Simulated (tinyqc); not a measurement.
Inside a calculation. Model: precursor delivery by bubblers, mass-transport growth and the solid composition of a III-V alloy. Computed by tinyqc, a small Python program that keeps every step. Command: `OMP_NUM_THREADS=1 python tinyqc.py 3025546 3025547 out.jsonl movpe_thermo walk`. One thread of a shared host (Intel(R) Xeon(R) Processor @ 2.30GHz), about 0.01 s of CPU time with the checks. Intermediate numbers are printed to about 7 digits and carried at full precision; extremes and crossings named in words are read from the listed rows.

1 sccm = 44.615 micromol/min; 1 torr = 133.322 Pa. The sources decompose fully at the surface.

Inputs (values chosen for the exercise, modelled on trimethylgallium (source 1) and trimethylindium (source 2) for the vapour pressures):
```
quantity                                                 value      unit
bath temperature T1                                        268         K
bath temperature T2                                        297         K
bubbler pressure p_b                                       400      torr
carrier flow F1                                            2.2      sccm
carrier flow F2                                            350      sccm
total flow F_t                                              22       slm
group-V flow F_V                                            79      sccm
reactor pressure p                                          40      torr
growth temperature T                                       980         K
diffusivity at 273 K and 760 torr                         0.49    cm^2/s
flow cross-section A                                        68      cm^2
distance from the leading edge z                           7.9        cm
lattice constant a                                        5.54  angstrom
interaction L0 of the solid                               4.95    kJ/mol
vapour fraction x_v of D among the group-V sources        0.36         -
exchange energy dG_x of AC + (1/2) D2 -> AD + (1/2) C2  -0.065    kJ/mol
```

Alloy: mixing on the group-V sites.

constants a, b of source 1 (log10 torr, K): 8.06  1703

constants a, b of source 2 (log10 torr, K): 10.55  3014

Constants: k_B = 1.380649e-23 J/K; R = 8.314462618 J/(mol K).

## Bubblers

log10 p_v = a - b/T_bath; molar flow = F x 44.615 x p_v/(p_b - p_v) for a saturated bubbler.

vapour pressure 1 = 50.76009 torr

molar flow 1 = 14.26600 micromol/min

vapour pressure 2 = 2.522620 torr

molar flow 2 = 99.10336 micromol/min

One kelvin of bath error changes flow 1 by 6.3 % and flow 2 by 7.9 %.

## Partial pressures in the reactor

p_i = p n_i/(44615 F_t), F_t in slm; p_V = p F_V/(1000 F_t), counted per molecule supplied; V/III = 44.615 F_V/(n1 + n2); vapour fraction of source 2 = n2/(n1 + n2).

p_1 = 5.813779e-04 torr

p_2 = 0.004038730 torr

p_V = 0.1436364 torr

V/III ratio = 31.08940

vapour fraction of source 2 = 0.8741636

## Mass transport

Mean velocity u = (F_t/A)(760/p)(T/273); D = D0 (T/273)^1.75 (760/p); boundary layer delta = sqrt(pi D z/u); flux = D dp/(delta k_B T); growth rate = flux x a^3/4.

velocity u = 367.7728 cm/s

D = 87.15869 cm^2/s

boundary layer delta = 2.425236 cm

growth rate per torr of group III = 541.9022 micrometre/(h torr)

Caution: the boundary layer is a quarter or more of the root of the cross-section, so it fills much of the channel and depletion along the flow matters.

## Solid composition

At high V/III the group-V pressures at the surface equal those supplied, as dimers: p_D2/p_C2 = x_v/(1 - x_v). Equilibrium of the solid AC(1-x)D(x), A standing for the mix of both group-III metals: ln[x/(1 - x)] + L0 (1 - 2x)/(R T) = -dG_x/(R T) + (1/2) ln[x_v/(1 - x_v)]. Growth rate = rate per torr x (p_1 + p_2). Sensitivity dx/dx_v = [1/(2 x_v (1 - x_v))]/[1/(x (1 - x)) - 2 L0/(R T)].

solid fraction x = 0.4014447

distribution coefficient x/x_v = 1.115124

dx/dx_v = 0.7364651

growth rate = 2.503646 micrometre/h

The solid is richer in D than the vapour. The growth rate is set by group III alone.

## Solid against vapour

At high V/III the group-V pressures at the surface equal those supplied, as dimers: p_D2/p_C2 = x_v/(1 - x_v). Equilibrium of the solid AC(1-x)D(x), A standing for the mix of both group-III metals: ln[x/(1 - x)] + L0 (1 - 2x)/(R T) = -dG_x/(R T) + (1/2) ln[x_v/(1 - x_v)].

Composition:
```
x_v           x  x for L0 = 0     x/x_v
0.02  0.0795258     0.1258751  3.976290
0.05  0.1283282     0.1878193  2.566564
0.10  0.1867565     0.2514987  1.867565
0.25  0.3181532     0.3678785  1.272613
0.50  0.5028643     0.5019943  1.005729
0.75  0.6865214     0.6358237  0.915362
0.90  0.8161927     0.7514927  0.906881
0.95  0.8737209     0.8146023  0.919706
0.98  0.9217458     0.8758699  0.940557
```

dG_x = -0.065 kJ/mol favours AD: at x_v = 1/2 the ideal solid has x = 0.502. The positive L0 pushes x away from 1/2, to 0.503, and steepens the curve near x = 1/2; at L0 = 2 R T = 16.3 kJ/mol the slope would diverge.

Checks made by the program: the sensitivity to the bath against a difference (relative difference below 1e-10).
